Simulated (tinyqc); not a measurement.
Worked calculation (part 1 of 2): UHF in the sto-6g basis, for Be, spin multiplicity 1. Computed by tinyqc, a small Python program that keeps every step (integrals from PySCF). Settings: charge = 0, multiplicity = 1, basis = sto-6g, energy threshold = 1e-10, iteration cap = 57, orthogonalisation = symmetric, start = core, DIIS depth = 0, method = UHF, break = 0.4. Command: `OMP_NUM_THREADS=1 python tinyqc.py 24369 24370 out.jsonl` (the two numbers bound the seeds that draw the settings). One thread of a shared host (Intel(R) Xeon(R) Processor @ 2.60GHz), about 0.06 s of CPU time with the checks. Later iterations appear only in the table of the cycle.

## One-electron integrals

Geometry (angstrom):
```
atom         x         y         z
Be    0.000000  0.000000  0.000000
```

Basis sto-6g: exponents (1/bohr^2) and contraction coefficients of normalised primitives:
```
element  l (shell)    exponent  coefficient
Be           s (1)  312.870494     0.009164
Be           s (1)   57.364463     0.049361
Be           s (1)   16.048509     0.168538
Be           s (1)    5.513096     0.370563
Be           s (1)    2.140897     0.416492
Be           s (1)    0.881739     0.130334
Be           s (2)   13.633247    -0.013253
Be           s (2)    2.698375    -0.046992
Be           s (2)    0.838653    -0.033785
Be           s (2)    0.322660     0.250242
Be           s (2)    0.140131     0.595117
Be           s (2)    0.064233     0.240706
Be           p (3)   13.633247     0.003760
Be           p (3)    2.698375     0.037679
Be           p (3)    0.838653     0.173897
Be           p (3)    0.322660     0.418036
Be           p (3)    0.140131     0.425860
Be           p (3)    0.064233     0.101708
```

Overlap, kinetic and nuclear-attraction integrals over the contracted functions; the nuclear repulsion is the sum of Za Zb / Rab.

nuclear repulsion = 0 hartree

overlap S, order 1Be 1s, 1Be 2s, 1Be 2px, 1Be 2py, 1Be 2pz:
```
[[1.000000, 0.254764, 0.000000, 0.000000, 0.000000],
 [0.254764, 1.000000, 0.000000, 0.000000, 0.000000],
 [0.000000, 0.000000, 1.000000, 0.000000, 0.000000],
 [0.000000, 0.000000, 0.000000, 1.000000, 0.000000],
 [0.000000, 0.000000, 0.000000, 0.000000, 1.000000]]
```

kinetic energy T (hartree), order 1Be 1s, 1Be 2s, 1Be 2px, 1Be 2py, 1Be 2pz:
```
[[6.768753, -0.207382, 0.000000, 0.000000, 0.000000],
 [-0.207382, 0.220121, 0.000000, 0.000000, 0.000000],
 [0.000000, 0.000000, 0.661265, 0.000000, 0.000000],
 [0.000000, 0.000000, 0.000000, 0.661265, 0.000000],
 [0.000000, 0.000000, 0.000000, 0.000000, 0.661265]]
```

nuclear attraction V (hartree), order 1Be 1s, 1Be 2s, 1Be 2px, 1Be 2py, 1Be 2pz:
```
[[-14.714791, -1.650733, 0.000000, 0.000000, 0.000000],
 [-1.650733, -2.300087, 0.000000, 0.000000, 0.000000],
 [0.000000, 0.000000, -2.299985, 0.000000, 0.000000],
 [0.000000, 0.000000, 0.000000, -2.299985, 0.000000],
 [0.000000, 0.000000, 0.000000, 0.000000, -2.299985]]
```

core Hamiltonian H = T + V (hartree), order 1Be 1s, 1Be 2s, 1Be 2px, 1Be 2py, 1Be 2pz:
```
[[-7.946038, -1.858116, 0.000000, 0.000000, 0.000000],
 [-1.858116, -2.079966, 0.000000, 0.000000, 0.000000],
 [0.000000, 0.000000, -1.638720, 0.000000, 0.000000],
 [0.000000, 0.000000, 0.000000, -1.638720, 0.000000],
 [0.000000, 0.000000, 0.000000, 0.000000, -1.638720]]
```

## Two-electron integrals

Functions are numbered as in S; the eight-fold symmetry (ij|kl) = (ji|kl) = (kl|ij) leaves the list below.

Two-electron integrals (ij|kl) in chemists' order, unique and non-zero (hartree):
```
(11|11) 2.299996   (21|11) 0.361879   (21|21) 0.071926   (22|11) 0.570332
(22|21) 0.139654   (22|22) 0.417773   (31|31) 0.015252   (32|31) 0.022555
(32|32) 0.092340   (33|11) 0.570332   (33|21) 0.139654   (33|22) 0.417773
(33|33) 0.450117   (41|41) 0.015252   (42|41) 0.022555   (42|42) 0.092340
(43|43) 0.024258   (44|11) 0.570332   (44|21) 0.139654   (44|22) 0.417773
(44|33) 0.401601   (44|44) 0.450117   (51|51) 0.015252   (52|51) 0.022555
(52|52) 0.092340   (53|53) 0.024258   (54|54) 0.024258   (55|11) 0.570332
(55|21) 0.139654   (55|22) 0.417773   (55|33) 0.401601   (55|44) 0.401601
(55|55) 0.450117
```

## Orthogonalisation

S = U s U^T; symmetric (Loewdin) form X = U s^(-1/2) U^T, so that X^T S X = 1.

eigenvalues of S: [0.745236, 1.000000, 1.000000, 1.000000, 1.254764]

X, order 1Be 1s, 1Be 2s, 1Be 2px, 1Be 2py, 1Be 2pz:
```
[[1.025557, -0.132829, 0.000000, 0.000000, 0.000000],
 [-0.132829, 1.025557, 0.000000, 0.000000, 0.000000],
 [0.000000, 0.000000, 1.000000, 0.000000, 0.000000],
 [0.000000, 0.000000, 0.000000, 1.000000, 0.000000],
 [0.000000, 0.000000, 0.000000, 0.000000, 1.000000]]
```

## Starting guess

The start is the orbitals of the core Hamiltonian, with HOMO and LUMO mixed by +/-0.4 rad for the two spins; D(s) = C_occ C_occ^T for each spin.

D(alpha) at the start, order 1Be 1s, 1Be 2s, 1Be 2px, 1Be 2py, 1Be 2pz:
```
[[1.060994, -0.235518, -0.084498, 0.000000, 0.000000],
 [-0.235518, 0.907363, 0.370774, 0.000000, 0.000000],
 [-0.084498, 0.370774, 0.151647, 0.000000, 0.000000],
 [0.000000, 0.000000, 0.000000, 0.000000, 0.000000],
 [0.000000, 0.000000, 0.000000, 0.000000, 0.000000]]
```

D(beta) at the start, order 1Be 1s, 1Be 2s, 1Be 2px, 1Be 2py, 1Be 2pz:
```
[[1.060994, -0.235518, 0.084498, 0.000000, 0.000000],
 [-0.235518, 0.907363, -0.370774, 0.000000, 0.000000],
 [0.084498, -0.370774, 0.151647, 0.000000, 0.000000],
 [0.000000, 0.000000, 0.000000, 0.000000, 0.000000],
 [0.000000, 0.000000, 0.000000, 0.000000, 0.000000]]
```

## Iteration 1: building the Fock matrix

J_ij = sum D_kl (ij|kl) with D = D(alpha) + D(beta), K_ij = sum D_kl (ik|jl) for each spin; F = H + J - K(s); E = tr D H + tr D J / 2 - 0.5 sum_s tr D(s) K(s) + E_nn.

Coulomb J (hartree), order 1Be 1s, 1Be 2s, 1Be 2px, 1Be 2py, 1Be 2pz:
```
[[5.747619, 0.995933, 0.000000, 0.000000, 0.000000],
 [0.995933, 1.963524, 0.000000, 0.000000, 0.000000],
 [0.000000, 0.000000, 1.973335, 0.000000, 0.000000],
 [0.000000, 0.000000, 0.000000, 1.958621, 0.000000],
 [0.000000, 0.000000, 0.000000, 0.000000, 1.958621]]
```

exchange K(alpha) (hartree), order 1Be 1s, 1Be 2s, 1Be 2px, 1Be 2py, 1Be 2pz:
```
[[2.337399, 0.362826, 0.010662, 0.000000, 0.000000],
 [0.362826, 0.403607, 0.175430, 0.000000, 0.000000],
 [0.010662, 0.175430, 0.157602, 0.000000, 0.000000],
 [0.000000, 0.000000, 0.000000, 0.093022, 0.000000],
 [0.000000, 0.000000, 0.000000, 0.000000, 0.093022]]
```

exchange K(beta) (hartree), order 1Be 1s, 1Be 2s, 1Be 2px, 1Be 2py, 1Be 2pz:
```
[[2.337399, 0.362826, -0.010662, 0.000000, 0.000000],
 [0.362826, 0.403607, -0.175430, 0.000000, 0.000000],
 [-0.010662, -0.175430, 0.157602, 0.000000, 0.000000],
 [0.000000, 0.000000, 0.000000, 0.093022, 0.000000],
 [0.000000, 0.000000, 0.000000, 0.000000, 0.093022]]
```

F(alpha) (hartree), order 1Be 1s, 1Be 2s, 1Be 2px, 1Be 2py, 1Be 2pz:
```
[[-4.535818, -1.225008, -0.010662, 0.000000, 0.000000],
 [-1.225008, -0.520048, -0.175430, 0.000000, 0.000000],
 [-0.010662, -0.175430, 0.177013, 0.000000, 0.000000],
 [0.000000, 0.000000, 0.000000, 0.226879, 0.000000],
 [0.000000, 0.000000, 0.000000, 0.000000, 0.226879]]
```

F(beta) (hartree), order 1Be 1s, 1Be 2s, 1Be 2px, 1Be 2py, 1Be 2pz:
```
[[-4.535818, -1.225008, 0.010662, 0.000000, 0.000000],
 [-1.225008, -0.520048, 0.175430, 0.000000, 0.000000],
 [0.010662, 0.175430, 0.177013, 0.000000, 0.000000],
 [0.000000, 0.000000, 0.000000, 0.226879, 0.000000],
 [0.000000, 0.000000, 0.000000, 0.000000, 0.226879]]
```

total energy of this density = -14.50001833 hartree

## Iteration 1: diagonalisation and new density

Diagonalise F' = X^T F X, C = X C', fill 2 alpha and 2 beta electrons from the bottom; D(s) = C_occ C_occ^T. Each column has its largest component positive (the first on a tie).

F' = X^T F X (alpha) (hartree):
```
[[-4.446046, -0.621307, 0.012368, 0.000000, 0.000000],
 [-0.621307, -0.293247, -0.178497, 0.000000, 0.000000],
 [0.012368, -0.178497, 0.177013, 0.000000, 0.000000],
 [0.000000, 0.000000, 0.000000, 0.226879, 0.000000],
 [0.000000, 0.000000, 0.000000, 0.000000, 0.226879]]
```

orbital energies (alpha) (hartree): [-4.537048, -0.273005, 0.226879, 0.226879, 0.247773]

coefficients C (alpha), order 1Be 1s, 1Be 2s, 1Be 2px, 1Be 2py, 1Be 2pz:
```
[[0.995460, -0.261458, 0.000000, 0.000000, 0.100545],
 [0.017258, 0.961194, 0.000000, 0.000000, -0.381076],
 [0.002894, 0.368507, 0.000000, 0.000000, 0.929621],
 [0.000000, 0.000000, 1.000000, 0.000000, 0.000000],
 [0.000000, 0.000000, 0.000000, 1.000000, 0.000000]]
```

F' = X^T F X (beta) (hartree):
```
[[-4.446046, -0.621307, -0.012368, 0.000000, 0.000000],
 [-0.621307, -0.293247, 0.178497, 0.000000, 0.000000],
 [-0.012368, 0.178497, 0.177013, 0.000000, 0.000000],
 [0.000000, 0.000000, 0.000000, 0.226879, 0.000000],
 [0.000000, 0.000000, 0.000000, 0.000000, 0.226879]]
```

orbital energies (beta) (hartree): [-4.537048, -0.273005, 0.226879, 0.226879, 0.247773]

coefficients C (beta), order 1Be 1s, 1Be 2s, 1Be 2px, 1Be 2py, 1Be 2pz:
```
[[0.995460, -0.261458, 0.000000, 0.000000, -0.100545],
 [0.017258, 0.961194, 0.000000, 0.000000, 0.381076],
 [-0.002894, -0.368507, 0.000000, 0.000000, 0.929621],
 [0.000000, 0.000000, 1.000000, 0.000000, 0.000000],
 [0.000000, 0.000000, 0.000000, 1.000000, 0.000000]]
```

D(alpha) after iteration 1, order 1Be 1s, 1Be 2s, 1Be 2px, 1Be 2py, 1Be 2pz:
```
[[1.059301, -0.234132, -0.093468, 0.000000, 0.000000],
 [-0.234132, 0.924191, 0.354256, 0.000000, 0.000000],
 [-0.093468, 0.354256, 0.135805, 0.000000, 0.000000],
 [0.000000, 0.000000, 0.000000, 0.000000, 0.000000],
 [0.000000, 0.000000, 0.000000, 0.000000, 0.000000]]
```

D(beta) after iteration 1, order 1Be 1s, 1Be 2s, 1Be 2px, 1Be 2py, 1Be 2pz:
```
[[1.059301, -0.234132, 0.093468, 0.000000, 0.000000],
 [-0.234132, 0.924191, -0.354256, 0.000000, 0.000000],
 [0.093468, -0.354256, 0.135805, 0.000000, 0.000000],
 [0.000000, 0.000000, 0.000000, 0.000000, 0.000000],
 [0.000000, 0.000000, 0.000000, 0.000000, 0.000000]]
```

Within a degenerate level the vectors are fixed only up to a rotation; this is one choice.

## Iteration 2: building the Fock matrix

As before.

Coulomb J (hartree), order 1Be 1s, 1Be 2s, 1Be 2px, 1Be 2py, 1Be 2pz:
```
[[5.742962, 0.995382, 0.000000, 0.000000, 0.000000],
 [0.995382, 1.963192, 0.000000, 0.000000, 0.000000],
 [0.000000, 0.000000, 1.971978, 0.000000, 0.000000],
 [0.000000, 0.000000, 0.000000, 1.958800, 0.000000],
 [0.000000, 0.000000, 0.000000, 0.000000, 1.958800]]
```

exchange K(alpha) (hartree), order 1Be 1s, 1Be 2s, 1Be 2px, 1Be 2py, 1Be 2pz:
```
[[2.335477, 0.365096, 0.002730, 0.000000, 0.000000],
 [0.365096, 0.409439, 0.165549, 0.000000, 0.000000],
 [0.002730, 0.165549, 0.152062, 0.000000, 0.000000],
 [0.000000, 0.000000, 0.000000, 0.094228, 0.000000],
 [0.000000, 0.000000, 0.000000, 0.000000, 0.094228]]
```

exchange K(beta) (hartree), order 1Be 1s, 1Be 2s, 1Be 2px, 1Be 2py, 1Be 2pz:
```
[[2.335477, 0.365096, -0.002730, 0.000000, 0.000000],
 [0.365096, 0.409439, -0.165549, 0.000000, 0.000000],
 [-0.002730, -0.165549, 0.152062, 0.000000, 0.000000],
 [0.000000, 0.000000, 0.000000, 0.094228, 0.000000],
 [0.000000, 0.000000, 0.000000, 0.000000, 0.094228]]
```

F(alpha) (hartree), order 1Be 1s, 1Be 2s, 1Be 2px, 1Be 2py, 1Be 2pz:
```
[[-4.538553, -1.227829, -0.002730, 0.000000, 0.000000],
 [-1.227829, -0.526213, -0.165549, 0.000000, 0.000000],
 [-0.002730, -0.165549, 0.181196, 0.000000, 0.000000],
 [0.000000, 0.000000, 0.000000, 0.225852, 0.000000],
 [0.000000, 0.000000, 0.000000, 0.000000, 0.225852]]
```

F(beta) (hartree), order 1Be 1s, 1Be 2s, 1Be 2px, 1Be 2py, 1Be 2pz:
```
[[-4.538553, -1.227829, 0.002730, 0.000000, 0.000000],
 [-1.227829, -0.526213, 0.165549, 0.000000, 0.000000],
 [0.002730, 0.165549, 0.181196, 0.000000, 0.000000],
 [0.000000, 0.000000, 0.000000, 0.225852, 0.000000],
 [0.000000, 0.000000, 0.000000, 0.000000, 0.225852]]
```

total energy of this density = -14.50322713 hartree

## Iteration 2: diagonalisation and new density

As before.

F' = X^T F X (alpha) (hartree):
```
[[-4.448262, -0.623111, 0.019190, 0.000000, 0.000000],
 [-0.623111, -0.299011, -0.169417, 0.000000, 0.000000],
 [0.019190, -0.169417, 0.181196, 0.000000, 0.000000],
 [0.000000, 0.000000, 0.000000, 0.225852, 0.000000],
 [0.000000, 0.000000, 0.000000, 0.000000, 0.225852]]
```

orbital energies (alpha) (hartree): [-4.539824, -0.271588, 0.225852, 0.225852, 0.245335]

coefficients C (alpha), order 1Be 1s, 1Be 2s, 1Be 2px, 1Be 2py, 1Be 2pz:
```
[[0.995339, -0.262992, 0.000000, 0.000000, 0.097704],
 [0.017717, 0.967700, 0.000000, 0.000000, -0.364215],
 [0.001197, 0.352230, 0.000000, 0.000000, 0.935913],
 [0.000000, 0.000000, 1.000000, 0.000000, 0.000000],
 [0.000000, 0.000000, 0.000000, 1.000000, 0.000000]]
```

F' = X^T F X (beta) (hartree):
```
[[-4.448262, -0.623111, -0.019190, 0.000000, 0.000000],
 [-0.623111, -0.299011, 0.169417, 0.000000, 0.000000],
 [-0.019190, 0.169417, 0.181196, 0.000000, 0.000000],
 [0.000000, 0.000000, 0.000000, 0.225852, 0.000000],
 [0.000000, 0.000000, 0.000000, 0.000000, 0.225852]]
```

orbital energies (beta) (hartree): [-4.539824, -0.271588, 0.225852, 0.225852, 0.245335]

coefficients C (beta), order 1Be 1s, 1Be 2s, 1Be 2px, 1Be 2py, 1Be 2pz:
```
[[0.995339, -0.262992, 0.000000, 0.000000, -0.097704],
 [0.017717, 0.967700, 0.000000, 0.000000, 0.364215],
 [-0.001197, -0.352230, 0.000000, 0.000000, 0.935913],
 [0.000000, 0.000000, 1.000000, 0.000000, 0.000000],
 [0.000000, 0.000000, 0.000000, 1.000000, 0.000000]]
```

D(alpha) after iteration 2, order 1Be 1s, 1Be 2s, 1Be 2px, 1Be 2py, 1Be 2pz:
```
[[1.059864, -0.236862, -0.091442, 0.000000, 0.000000],
 [-0.236862, 0.936757, 0.340874, 0.000000, 0.000000],
 [-0.091442, 0.340874, 0.124067, 0.000000, 0.000000],
 [0.000000, 0.000000, 0.000000, 0.000000, 0.000000],
 [0.000000, 0.000000, 0.000000, 0.000000, 0.000000]]
```

D(beta) after iteration 2, order 1Be 1s, 1Be 2s, 1Be 2px, 1Be 2py, 1Be 2pz:
```
[[1.059864, -0.236862, 0.091442, 0.000000, 0.000000],
 [-0.236862, 0.936757, -0.340874, 0.000000, 0.000000],
 [0.091442, -0.340874, 0.124067, 0.000000, 0.000000],
 [0.000000, 0.000000, 0.000000, 0.000000, 0.000000],
 [0.000000, 0.000000, 0.000000, 0.000000, 0.000000]]
```

Within a degenerate level the vectors are fixed only up to a rotation; this is one choice.

## Iteration 3: building the Fock matrix

As before.

Coulomb J (hartree), order 1Be 1s, 1Be 2s, 1Be 2px, 1Be 2py, 1Be 2pz:
```
[[5.742546, 0.995235, 0.000000, 0.000000, 0.000000],
 [0.995235, 1.963001, 0.000000, 0.000000, 0.000000],
 [0.000000, 0.000000, 1.971028, 0.000000, 0.000000],
 [0.000000, 0.000000, 0.000000, 1.958989, 0.000000],
 [0.000000, 0.000000, 0.000000, 0.000000, 1.958989]]
```

exchange K(alpha) (hartree), order 1Be 1s, 1Be 2s, 1Be 2px, 1Be 2py, 1Be 2pz:
```
[[2.335521, 0.365036, 0.001745, 0.000000, 0.000000],
 [0.365036, 0.412883, 0.159051, 0.000000, 0.000000],
 [0.001745, 0.159051, 0.147824, 0.000000, 0.000000],
 [0.000000, 0.000000, 0.000000, 0.094989, 0.000000],
 [0.000000, 0.000000, 0.000000, 0.000000, 0.094989]]
```

exchange K(beta) (hartree), order 1Be 1s, 1Be 2s, 1Be 2px, 1Be 2py, 1Be 2pz:
```
[[2.335521, 0.365036, -0.001745, 0.000000, 0.000000],
 [0.365036, 0.412883, -0.159051, 0.000000, 0.000000],
 [-0.001745, -0.159051, 0.147824, 0.000000, 0.000000],
 [0.000000, 0.000000, 0.000000, 0.094989, 0.000000],
 [0.000000, 0.000000, 0.000000, 0.000000, 0.094989]]
```

F(alpha) (hartree), order 1Be 1s, 1Be 2s, 1Be 2px, 1Be 2py, 1Be 2pz:
```
[[-4.539014, -1.227916, -0.001745, 0.000000, 0.000000],
 [-1.227916, -0.529848, -0.159051, 0.000000, 0.000000],
 [-0.001745, -0.159051, 0.184483, 0.000000, 0.000000],
 [0.000000, 0.000000, 0.000000, 0.225280, 0.000000],
 [0.000000, 0.000000, 0.000000, 0.000000, 0.225280]]
```

F(beta) (hartree), order 1Be 1s, 1Be 2s, 1Be 2px, 1Be 2py, 1Be 2pz:
```
[[-4.539014, -1.227916, 0.001745, 0.000000, 0.000000],
 [-1.227916, -0.529848, 0.159051, 0.000000, 0.000000],
 [0.001745, 0.159051, 0.184483, 0.000000, 0.000000],
 [0.000000, 0.000000, 0.000000, 0.225280, 0.000000],
 [0.000000, 0.000000, 0.000000, 0.000000, 0.225280]]
```

total energy of this density = -14.50382490 hartree

## Iteration 3: diagonalisation and new density

As before.

F' = X^T F X (alpha) (hartree):
```
[[-4.448787, -0.622647, 0.019337, 0.000000, 0.000000],
 [-0.622647, -0.302818, -0.162884, 0.000000, 0.000000],
 [0.019337, -0.162884, 0.184483, 0.000000, 0.000000],
 [0.000000, 0.000000, 0.000000, 0.225280, 0.000000],
 [0.000000, 0.000000, 0.000000, 0.000000, 0.225280]]
```

orbital energies (alpha) (hartree): [-4.540283, -0.270425, 0.225280, 0.225280, 0.243586]

coefficients C (alpha), order 1Be 1s, 1Be 2s, 1Be 2px, 1Be 2py, 1Be 2pz:
```
[[0.995340, -0.264252, 0.000000, 0.000000, 0.094225],
 [0.017713, 0.972711, 0.000000, 0.000000, -0.350613],
 [0.000964, 0.339078, 0.000000, 0.000000, 0.940758],
 [0.000000, 0.000000, 1.000000, 0.000000, 0.000000],
 [0.000000, 0.000000, 0.000000, 1.000000, 0.000000]]
```

F' = X^T F X (beta) (hartree):
```
[[-4.448787, -0.622647, -0.019337, 0.000000, 0.000000],
 [-0.622647, -0.302818, 0.162884, 0.000000, 0.000000],
 [-0.019337, 0.162884, 0.184483, 0.000000, 0.000000],
 [0.000000, 0.000000, 0.000000, 0.225280, 0.000000],
 [0.000000, 0.000000, 0.000000, 0.000000, 0.225280]]
```

orbital energies (beta) (hartree): [-4.540283, -0.270425, 0.225280, 0.225280, 0.243586]

coefficients C (beta), order 1Be 1s, 1Be 2s, 1Be 2px, 1Be 2py, 1Be 2pz:
```
[[0.995340, -0.264252, 0.000000, 0.000000, -0.094225],
 [0.017713, 0.972711, 0.000000, 0.000000, 0.350613],
 [-0.000964, -0.339078, 0.000000, 0.000000, 0.940758],
 [0.000000, 0.000000, 1.000000, 0.000000, 0.000000],
 [0.000000, 0.000000, 0.000000, 1.000000, 0.000000]]
```

D(alpha) after iteration 3, order 1Be 1s, 1Be 2s, 1Be 2px, 1Be 2py, 1Be 2pz:
```
[[1.060532, -0.239411, -0.088643, 0.000000, 0.000000],
 [-0.239411, 0.946480, 0.329842, 0.000000, 0.000000],
 [-0.088643, 0.329842, 0.114975, 0.000000, 0.000000],
 [0.000000, 0.000000, 0.000000, 0.000000, 0.000000],
 [0.000000, 0.000000, 0.000000, 0.000000, 0.000000]]
```

D(beta) after iteration 3, order 1Be 1s, 1Be 2s, 1Be 2px, 1Be 2py, 1Be 2pz:
```
[[1.060532, -0.239411, 0.088643, 0.000000, 0.000000],
 [-0.239411, 0.946480, -0.329842, 0.000000, 0.000000],
 [0.088643, -0.329842, 0.114975, 0.000000, 0.000000],
 [0.000000, 0.000000, 0.000000, 0.000000, 0.000000],
 [0.000000, 0.000000, 0.000000, 0.000000, 0.000000]]
```

Within a degenerate level the vectors are fixed only up to a rotation; this is one choice.
